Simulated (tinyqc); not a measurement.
Comparisons within one model: stepped quantum well by finite differences. A value that a table varies takes the place of the one given here.

Finite differences on points z_i at the centres of cells of width h: H_ii = (c/h^2)(1/m_(i-1/2) + 1/m_(i+1/2)) + V_i, H_(i,i+1) = -(c/h^2)/m_(i+1/2), where m_(i+1/2) is the mean of the masses at the two points (the end values are repeated outwards), psi = 0 on the points beyond both ends, c = hbar^2/2m0. The field adds e F (z - z0) with z0 the middle of the structure; 1 kV/cm = 1e-5 eV/angstrom.

Constants: hbar^2/2m0 = 3.80998211 eV angstrom^2.

Parameters, chosen for this exercise (near those of an InGaAs well in InP; the results hold for these values, not for the real material): layers = ((78, 0.243, 0.0791), (52, 0, 0.0404), (78, 0.143, 0.0632), (78, 0.243, 0.0791)) (each layer: thickness in angstrom, band edge in eV, mass in m0); hf = 1.625 angstrom (cell width of the fine grid); Fs = (0, 8.33, 16.7, 25, 33.3, 41.7, 50) kV/cm (fields); F = 41 kV/cm (field along z).

## Stark shift

Fine grid. Perturbation theory: dE1 = e F z_11 - beta (e F)^2 with beta = sum_j z_1j^2/(E_j - E_1) over the 13 next levels at zero field, z from z0.

Levels against field:
```
F (kV/cm)  E1 (eV)  E2 (eV)  dE1 (meV)  second order (meV)  <z - z0> (angstrom)  E2 - E1 (meV)
0           0.0751   0.1898       0.00                0.00                -34.0          114.6
8.33        0.0723   0.1921      -2.85               -2.85                -34.5          119.8
16.7        0.0694   0.1943      -5.77               -5.77                -35.1          124.9
25.0        0.0664   0.1962      -8.70               -8.71                -35.6          129.8
33.3        0.0635   0.1979     -11.68              -11.70                -36.1          134.4
41.7        0.0604   0.1994     -14.73              -14.77                -36.6          139.0
50.0        0.0574   0.2005     -17.79              -17.86                -37.1          143.1
```

z_11 = -33.96 angstrom
beta = 3522 angstrom^2/eV

What does this show, and why?

The state sits -34.0 angstrom off the middle at zero field, so the shift starts linearly in F. At 50 kV/cm E1 has moved by -17.79 meV, where second order gives -17.86 meV; they differ by 0.4 % there. The electron moves by -3.1 angstrom, against the rise of the potential. From 33.3 kV/cm on E2 lies above the lowest point of the outer barrier, so it is a resonance or a state of the finite grid, held or pushed up by its ends. E2 - E1 grows with the field; the ends are 114.6 and 143.1 meV.

## Order of mass and momentum

Fine grid. Hermitian kinetic operators m^a p m^b p m^a with 2a + b = -1: H_ii = (c/h^2) m_i^(2a) (m_(i-1/2)^b + m_(i+1/2)^b) + V_i, H_(i,i+1) = -(c/h^2) m_i^a m_(i+1)^a m_(i+1/2)^b; BenDaniel-Duke is a = 0. The halved form has H_ii = 2c/(h^2 m_i) + V_i and H_(i,i+1) = -(c/2h^2)(1/m_i + 1/m_(i+1)). The shifts are measured against BenDaniel-Duke; the last column repeats E1 with cells of hf/4.

Levels (eV):
```
operator                            E1      E2  E1 - E1(BDD) (meV)  E1 at hf/4
BenDaniel-Duke                  0.0607  0.1993                 0.0      0.0607
(1/m) p^2 + p^2 (1/m), halved   0.0020  0.1404               -58.7     -1.1067
m^(-1/2) p^2 m^(-1/2)           0.0889  0.2003                28.2      0.0890
m^(-1/4) p m^(-1/2) p m^(-1/4)  0.0746  0.1996                13.9      0.0747
one mass, the smallest          0.0749  0.2125                14.3      0.0750
```

What does this show?

The three forms m^a p m^b p m^a span 28.2 meV in E1, 20 % of E2 - E1; they differ only at the mass steps (largest to smallest mass 1.96), where m^a psi is the continuous quantity. Dropping the mass step altogether moves E1 by +14.3 meV. Refining the grid moves the halved form by -1108.7 meV, against at most 0.08 meV for the other three: at an abrupt step it has no limit as the grid is refined.

## Thickness of the outer barriers

Fine grid, zero field, both outer layers set to each thickness in turn.

Levels (eV):
```
outer layers (angstrom)       E1       E2       E3
19.500                   0.07961  0.20042  0.32349
39.000                   0.07557  0.19213  0.29110
78.000                   0.07515  0.18976  0.26878
156.000                  0.07514  0.18959  0.25418
312.000                  0.07514  0.18959  0.24673
```

Which of the three levels are properties of the well, and how thick must the outer layers be?

E1 is bound, and within 0.1 meV of the last row from 78 angstrom on. E2 is bound, and within 0.1 meV of the last row from 156 angstrom on. E3 lies above the barrier edge 0.243 eV and keeps falling (-7.4 meV in the last step): it is a state of the box.

Program tinyqc; command `OMP_NUM_THREADS=1 python tinyqc.py 1252483 1252484 out.jsonl`; about 0.02 s on one thread of a shared Intel(R) Xeon(R) Processor @ 2.30GHz.
